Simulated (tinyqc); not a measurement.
Koster-Slater impurity in a tight-binding band, by Green functions and by supercells: one step, computed by the program tinyqc.

One orbital per site, e(k) = -2 t sum cos(k_i) over 3 direction(s), band from -6 t to 6 t, lattice constant 1. One site has the extra energy U. Spin is left out.

Task: The supercell Hamiltonian at Gamma. H_ij = -t for each bond from i to j, images included (two bonds add when N = 2); H_11 = U; sites are numbered with the last coordinate running fastest. Diagonalise.

Inputs (values chosen for the exercise, for a model band): hopping t = 0.91 eV; impurity potential U = 6.75 eV; supercell edge N = 2 sites.

Lattice: simple cubic.

Give: H; levels.

Result:

H (eV), lower triangle (symmetric):
```
       1      2      3      4      5      6      7     8
1   6.75
2  -1.82   0.00
3  -1.82   0.00   0.00
4   0.00  -1.82  -1.82   0.00
5  -1.82   0.00   0.00   0.00   0.00
6   0.00  -1.82   0.00   0.00  -1.82   0.00
7   0.00   0.00  -1.82   0.00  -1.82   0.00   0.00
8   0.00   0.00   0.00  -1.82   0.00  -1.82  -1.82  0.00
```

levels (eV): -5.080  -1.820  -1.820  -0.571  1.820  1.820  4.105  8.296
